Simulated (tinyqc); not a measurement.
Frequency dispersion of an accumulation capacitance by border traps, distributed model: two steps of the calculation.

Traps spread evenly through the insulator exchange electrons with the semiconductor by tunnelling, with tau(x) = t0 exp(2 ka x) at depth x from the interface. The admittance per area Y seen at depth x obeys dY/dx = -Y^2/(i w eps0 eox) + q Nb ln(1 + i w tau)/tau, with Y(0) = i w Cs and w = 2 pi f; the gate sees Y(tox) = G + i w C. Working variable y = Y/(i w), in uF/cm^2. Cox = eps0 eox/tox.

Inputs (values chosen for the exercise); permittivity close to that of hafnium oxide: relative permittivity of the insulator eox = 19.9; insulator thickness tox = 8.7 nm; semiconductor capacitance in accumulation Cs = 6.6 uF/cm^2; density of border traps Nb = 1.4e19 cm^-3 eV^-1; decay constant of the wave function in the insulator ka = 5 1/nm; time constant of a trap at the interface t0 = 2e-9 s; frequency f = 100 Hz; depth down to which the steps are taken xe = 1.9 nm.

Constants: q = 1.602176634e-19 C, eps0 = 8.8541878128e-14 F/cm where lengths are in cm. Results are converted to the units shown.

Problem 1. Scales and lumped estimate. Cox; trap-free value 1/(1/Cox + 1/Cs); response depth d = ln(1/(w t0))/(2 ka), where w tau = 1; lumped estimate: all traps within d act as C_bt = q Nb d placed at d/2, so C = 1/{1/[1/(1/Cs + d/(2 eps0 eox)) + C_bt] + (tox - d/2)/(eps0 eox)}.

Wanted: Cox; trap-free C; d; C_bt; lumped C.

Solution 1.

Cox = 2.025 uF/cm^2
trap-free C = 1.550 uF/cm^2
d = 1.359 nm
C_bt = 0.3048 uF/cm^2
lumped C = 1.575 uF/cm^2

The traps within reach amount to 0.0462 Cs and lie in the first 15.6 % of the insulator.

Problem 2. Midpoint steps through the active depth. In terms of y: dy/dx = -y^2/(eps0 eox) + s(x), s = q Nb ln(1 + z)/z, z = i w tau. 8 midpoint steps of h = xe/8: y_half = y + (h/2) y'(x, y), y(new) = y + h y'(x + h/2, y_half).

Give: x; s; y.

Solution 2.

```
point   x (nm)  s (uF/(cm^2 nm))     y (uF/cm^2)
0            0  0.22430+0.00000i  6.6000+0.0000i
1      0.23750  0.22430+0.00000i  6.1127+0.0000i
2      0.47500  0.22430-0.00002i  5.6987+0.0000i
3      0.71250  0.22430-0.00018i  5.3433+0.0000i
4      0.95000  0.22428-0.00188i  5.0352-0.0001i
5       1.1875  0.22192-0.01992i  4.7660-0.0016i
6       1.4250  0.12657-0.09024i  4.5240-0.0146i
7       1.6625  0.01637-0.03268i  4.2748-0.0273i
8       1.9000  0.00157-0.00541i  4.0434-0.0273i
```

Program tinyqc, `OMP_NUM_THREADS=1 python tinyqc.py 2202241 2202242 out.jsonl`; Intel Xeon 2.30GHz, shared host, one thread, about 0.5 s.
